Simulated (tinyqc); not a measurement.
Leakage through a gate insulator: direct, Fowler-Nordheim, trap-assisted and Poole-Frenkel currents: one step, computed by the program tinyqc.

Electrons enter from the cathode Fermi level at x = 0; the conduction band of the insulator lies phi_b - e F x above it, F = V/t. WKB exponents use a parabolic band with mass m.

Question. Poole-Frenkel bound. Poole-Frenkel emission over the lowered barrier of a charged trap: lowering sqrt(e F/(pi eps_opt eps_0)); J_PF = e N_t^(2/3) nu_0 exp(-(phi_t - lowering)/k_B T), one sheet of traps emitting with supply unlimited (an upper bound).

Inputs (values chosen for the exercise, with an insulator like Al2O3):
```
quantity                          value   unit
thickness t                         3.5     nm
optical constant eps_opt           2.99      -
voltage across the insulator V      2.6      V
trap depth phi_t                    1.5     eV
trap density N_t                8.2e+17  cm^-3
attempt rate nu_0                 2e+12    1/s
temperature T                       400      K
```

Constants: e = 1.602176634e-19 C; eps_0 = 8.8541878128e-12 F/m; k_B = 8.617333262e-05 eV/K.

Give: barrier lowering; Poole-Frenkel bound J_PF.

Answer.

barrier lowering = 1.196 eV

Poole-Frenkel bound J_PF = 41.81 A/cm^2

Caution: the film is too thin for the Poole-Frenkel picture (the lowering is a large part of the whole drop, or the traps are further apart than the film is thick), so J_PF is only nominal.
